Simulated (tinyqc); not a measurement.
# Frequency dispersion of an accumulation capacitance by border traps, distributed model: effect of the insulator thickness

Traps spread evenly through the insulator exchange electrons with the semiconductor by tunnelling, with tau(x) = t0 exp(2 ka x) at depth x from the interface. The admittance per area Y seen at depth x obeys dY/dx = -Y^2/(i w eps0 eox) + q Nb ln(1 + i w tau)/tau, with Y(0) = i w Cs and w = 2 pi f; the gate sees Y(tox) = G + i w C. Working variable y = Y/(i w), in uF/cm^2. Cox = eps0 eox/tox.

Cox; trap-free value 1/(1/Cox + 1/Cs); response depth d = ln(1/(w t0))/(2 ka), where w tau = 1; lumped estimate: all traps within d act as C_bt = q Nb d placed at d/2, so C = 1/{1/[1/(1/Cs + d/(2 eps0 eox)) + C_bt] + (tox - d/2)/(eps0 eox)}. C and G from a fine integration; dispersion -d C/d log10 f over C, from f times and over 1.1. For a broad spread of time constants G/w is close to -(pi/2) dC/d ln w.

Values chosen for this exercise; permittivity close to that of aluminium oxide: relative permittivity of the insulator eox = 8.08; semiconductor capacitance in accumulation Cs = 4.8 uF/cm^2; density of border traps Nb = 3.9e19 cm^-3 eV^-1; decay constant of the wave function in the insulator ka = 4.7 1/nm; time constant of a trap at the interface t0 = 5e-9 s; frequency f = 10000 Hz.

Constants: q = 1.602176634e-19 C, eps0 = 8.8541878128e-14 F/cm where lengths are in cm. Results are converted to the units shown.

The same in every row: d (nm) = 0.8580.

Effect of the insulator thickness:

| tox (nm) | C (uF/cm^2) | G/w (uF/cm^2) | dispersion (% a decade) | -(pi/2) dC/d ln w (uF/cm^2) | lumped C (uF/cm^2) | trap-free C (uF/cm^2) |
|---|---|---|---|---|---|---|
| 2 | 2.238 | 0.04821 | 3.145 | 0.04802 | 2.202 | 2.050 |
| 2.8 | 1.790 | 0.03085 | 2.518 | 0.03075 | 1.767 | 1.667 |
| 3.9 | 1.404 | 0.01897 | 1.976 | 0.01893 | 1.389 | 1.327 |
| 5.4 | 1.085 | 0.01132 | 1.528 | 0.01130 | 1.076 | 1.038 |
| 7.5 | 0.8228 | 0.006513 | 1.159 | 0.006507 | 0.8177 | 0.7958 |
| 10 | 0.6391 | 0.003929 | 0.9007 | 0.003927 | 0.6360 | 0.6226 |
| 14 | 0.4708 | 0.002133 | 0.6638 | 0.002132 | 0.4692 | 0.4618 |
| 20 | 0.3375 | 0.001096 | 0.4760 | 0.001096 | 0.3367 | 0.3329 |

As tox goes from 2 to 20, C falls from 2.24 to 0.338 uF/cm^2, the dispersion falls from 3.14 to 0.476 % a decade and G/w falls from 0.0482 to 0.00110 uF/cm^2. The lumped estimate is 1.6 % below C in the first row and 0.26 % below it in the last.

Numbers from tinyqc (`OMP_NUM_THREADS=1 python tinyqc.py 2202198 2202199 out.jsonl`; about 0.5 s on one thread of a shared Intel Xeon 2.30GHz).
